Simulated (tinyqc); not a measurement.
Joule-heated wire on a substrate, fin equation: one step of the calculation.

A wire of length L loses heat along itself to two contacts and sideways to the substrate: kap A theta'' - g theta + p = 0 with theta = T - T0 and p(x) = p0 exp(-((x/L - x0)/sg)^2/2). The ends are held at T0. Constant conductivity, diffusive heat flow.

Task. Healing length. LH = sqrt(kap A/g); far from the contacts uniform heating p0 would give theta = p0/g.

Parameters, values chosen for the exercise: conductivity along the wire kap = 90 W/(m K); cross-section A = 440 nm^2; conductance per length to the substrate g = 0.27 W/(m K); length between the contacts L = 1600 nm; peak heating per length p0 = 0.062 uW/nm.

Wanted: LH; L/LH; p0/g.

Result.

LH = 382.97 nm
L/LH = 4.1779
p0/g = 229.63 K

Numbers from tinyqc (`OMP_NUM_THREADS=1 python tinyqc.py 2520067 2520068 out.jsonl`; about 0.01 s on one thread of a shared Intel Xeon 2.30GHz).
